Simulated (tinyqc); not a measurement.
Epitaxial growth on a vicinal surface: Burton-Cabrera-Frank step flow, step-edge barrier and island nucleation: one step, computed by the program tinyqc.

Adatoms land at rate F, hop on a square grid (a simplification for hexagonal faces), desorb, or join steps. Lengths are in units of a and n is the adatom coverage. Steps ascend at x = 0 and descend at x = l.

Task: Scales. D = nu exp(-E_d/(k_B T)) (a^2/s, nu counted per direction); tau = exp(E_a/(k_B T))/nu; x_s = sqrt(D tau); n_eq = exp(-E_f/(k_B T)); terrace width l = h/(a tan(miscut)); Schwoebel length l_s = exp(E_s/(k_B T)) - 1. Temperatures in kelvin are T(C) + 273.15.

Inputs (values chosen for the exercise, close to those used for Si(111)):
```
quantity                     value      unit
site spacing a                3.84  angstrom
step height h                 3.14  angstrom
diffusion barrier E_d         1.12        eV
desorption energy E_a         2.89        eV
adatom formation energy E_f   1.05        eV
step-edge barrier E_s        0.091        eV
attempt frequency nu             1       THz
miscut angle                     2   degrees
temperature T                  630         C
```

Constants: k_B = 8.617333262e-05 eV/K.

Give: D; lifetime tau; diffusion length x_s; equilibrium coverage n_eq; terrace width l; Schwoebel length l_s.

Result:

D = 5.625e+05 a^2/s

lifetime tau = 13392 s

diffusion length x_s = 86795 a

equilibrium coverage n_eq = 1.383e-06

terrace width l = 23.42 a

Schwoebel length l_s = 2.220 a

l/x_s = 2.70e-4: nearly every adatom reaches a step.
